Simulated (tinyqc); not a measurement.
# Length offset and series resistance from crossing lines

Question. R_total = Rs + k (L - dL)/Vo with constant Rs, dL and k. Find k, dL and Rs.

R_total at (L, Vo) = (30, 0.43), (60, 0.43), (30, 0.75) and (60, 0.75), L in nm and Vo in V (ohm um): [240.13953, 386.65116, 188.88000, 272.88000]

Solution. At each overdrive R is a straight line in L with slope k/Vo; the two lines cross at L = dL, R = Rs.

k = 2.100 ohm um V/nm
dL = 5.400 nm
Rs = 120.0 ohm um

Numbers from tinyqc (`OMP_NUM_THREADS=1 python tinyqc.py 2282227 2282228 out.jsonl`; about 0.04 s on one thread of a shared Intel Xeon 2.30GHz).
